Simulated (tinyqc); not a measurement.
Band-to-band tunnelling and avalanche in a reverse-biased abrupt junction: one step, computed by the program tinyqc. Command: `OMP_NUM_THREADS=1 python tinyqc.py 3002662 3002663 out.jsonl zener walk`. One thread of a shared host (Intel(R) Xeon(R) Processor @ 2.30GHz), about 0.01 s of CPU time with the checks.

Direct Kane tunnelling in the local field (for indirect gaps the mass is an effective fit) and one ionisation coefficient for both carriers. N is the doping of the light side, or N_A N_D/(N_A + N_D) for the symmetric junction; the built-in voltage is taken as E_g/e.

Question. Junction at the given bias. E_g(T) = E_g - (T - 300 K)(-dE_g/dT); b(T) = b [1 + (rise)(T - 300 K)]; w = sqrt(2 eps eps_0 (V_R + E_g/e)/(e N)); F_m = 2 (V_R + E_g/e)/w; the field falls linearly from F_m to 0 across w.

Inputs (values chosen for the exercise, modelled on SiGe):
```
quantity                                    value    unit
band gap at 300 K, E_g                      0.927      eV
gap narrowing with temperature, -dE_g/dT     0.32   meV/K
permittivity eps                             13.5       -
effective doping N                        2.1e+18  1/cm^3
reverse bias V_R                              1.6       V
temperature T                                 200       K
```

Junction: one-sided.

Constants: eps_0 = 8.8541878128e-12 F/m; e = 1.602176634e-19 C.

Give: E_g(T); depletion width w; peak field F_m; shortest tunnelling distance E_g/(e F_m).

Answer.

E_g(T) = 0.959 eV

depletion width w = 42.64 nm

peak field F_m = 1.200 MV/cm

shortest tunnelling distance E_g/(e F_m) = 7.990 nm
